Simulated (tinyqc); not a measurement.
What each parameter does: valley splitting of a silicon quantum well in envelope theory.

The well lies at 0 < z < L; U(z) = V0 [1/(1 + exp(z/w)) + 1/(1 + exp((L - z)/w))] - e F z, 1 mV/nm = 1e-4 eV/angstrom. The envelope psi solves -(c/ml) psi'' + U psi = E psi, c = hbar^2/2m0, by three-point differences on a grid of 0.1 angstrom from -40 to L + 40 angstrom. The two valleys at +/- k0 couple through D = C0 times the integral of exp(-i q z) U(z) psi^2, q = 2 k0 (2 pi/a), and split by Ev = 2|D|.

Random alloy: with Y(z) = Yw + (Yb - Yw) B(z), B the bracket in U, and in-plane density exp(-r^2/ad^2)/(pi ad^2), D gains a random complex part of variance sigma^2 = (C0^2/pi)(a^2 V0/(8 ad (Yb - Yw)))^2 (4/a) times the integral of psi^4 Y (1 - Y). Alone it gives a mean splitting sqrt(pi) sigma; together with the smooth part the rms splitting is 2 sqrt(|D|^2 + sigma^2).

Constants: hbar^2/2m0 = 3.80998211 eV angstrom^2.

Parameters, chosen for this exercise (near those of a strained Si well in SiGe; shifted at random, so the results belong to these values and not to a real crystal):
- L = 52 angstrom (well width)
- V0 = 0.17 eV (conduction offset)
- ml = 0.92 m0 (mass along z)
- w = 1.2 angstrom (interface width parameter)
- F = 2 mV/nm (field pressing towards the upper interface)
- k0 = 0.846 2 pi/a (valley position)
- a = 5.431 angstrom (lattice constant)
- C0 = 0.238 (Bloch overlap factor)
- Yb = 0.26 (Ge share of the barrier)
- Yw = 0 (Ge share of the well)
- ad = 190 angstrom (dot radius)

Orbital spacing, psi^2 at z = L, the smooth splitting and sigma; V0 is held fixed when Yw changes.

One parameter was then changed.

Results before and after:
```
case     E2 - E1 (meV)  psi^2(L) (1e-3/angstrom)  2|D| (micro-eV)  sigma (micro-eV)
base             32.90                     2.362             1.28               3.7
changed          32.90                     2.362             1.28              44.4
```

Which of these changes was made? (a) L = 58 angstrom; (b) F = 3 mV/nm; (c) w = 0.84 angstrom; (d) k0 = 0.826 2 pi/a; (e) Yw = 0.03; (f) ad = 230 angstrom; (g) V0 = 0.213 eV; (h) C0 = 0.286.

Answer: (e) Yw = 0.03. Of the candidates, run in turn, only this one gives the changed row.

All candidates:
```
case               E2 - E1 (meV)  psi^2(L) (1e-3/angstrom)  2|D| (micro-eV)  sigma (micro-eV)
base                       32.90                     2.362             1.28               3.7
ad = 230 angstrom          32.90                     2.362             1.28               3.1
Yw = 0.03                  32.90                     2.362             1.28              44.4
L = 58 angstrom            27.55                     1.925             1.26               3.0
V0 = 0.213 eV              34.44                     1.895             1.54               4.0
w = 0.84 angstrom          32.29                     2.489             4.70               3.1
F = 3 mV/nm                33.12                     2.680             1.37               4.0
k0 = 0.826 2 pi/a          32.90                     2.362             1.89               3.7
C0 = 0.286                 32.90                     2.362             1.54               4.5
```

(tinyqc, `OMP_NUM_THREADS=1 python tinyqc.py 1250682 1250683 out.jsonl`, Intel(R) Xeon(R) Processor @ 2.30GHz, 1 thread, shared host, about 0.08 s.)
